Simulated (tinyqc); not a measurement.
One gate, two gates and a surrounding gate.

Below threshold the potential that source and drain add obeys Laplace's equation, vanishes on the gates and decays along the channel as exp(-k y). The same ts (depleted depth over a conducting body, body thickness or wire diameter), ti and permittivities in three geometries; k is the smallest positive root of: one gate, f(k) = eps_r sin(k ti) cos(k ts) + ei cos(k ti) sin(k ts); two gates, f(k) = ei cos(k ti) cos(k ts/2) - eps_r sin(k ti) sin(k ts/2); wire, f(k) = ei J0(u)[J1(u) Y0(v) - Y1(u) J0(v)] - eps_r J1(u)[J0(u) Y0(v) - Y0(u) J0(v)], u = k ts/2, v = u + k ti. Parabolic estimates of l: sqrt((eps_r/ei) ts ti); sqrt((eps_r/(2 ei)) ts ti (1 + ei ts/(4 eps_r ti))); sqrt([2 eps_r ts^2 ln(1 + 2 ti/ts) + ei ts^2]/(16 ei)), in the same order.

Inputs (values chosen for the exercise); permittivities: semiconductor close to that of gallium nitride, insulator close to that of hafnium oxide: relative permittivity of the semiconductor eps_r = 9.46; relative permittivity of the insulator ei = 21.6; insulator thickness ti = 6.4 nm; body thickness ts = 13.8 nm.

Scale lengths (nm):
```
	Lambda = pi/k	l = 1/k	l(parabolic)
one gate over a conducting body	17.99	5.728	6.219
two gates	21.20	6.747	6.569
wire	14.50	4.616	4.329
```

The wire has the shortest scale length, 0.684 times that of the double gate; the single gate over a conducting body has 0.849 times it, its layer ending directly on a conductor where the double gate has a second insulator. The parabolic estimates are 8.6 % above, 2.6 % below and 6.2 % below the exact l, in the order of the rows.

Computed by the program tinyqc: `OMP_NUM_THREADS=1 python tinyqc.py 2420060 2420061 out.jsonl`, one thread of a shared Intel Xeon 2.30GHz, about 0.01 s for the whole run.
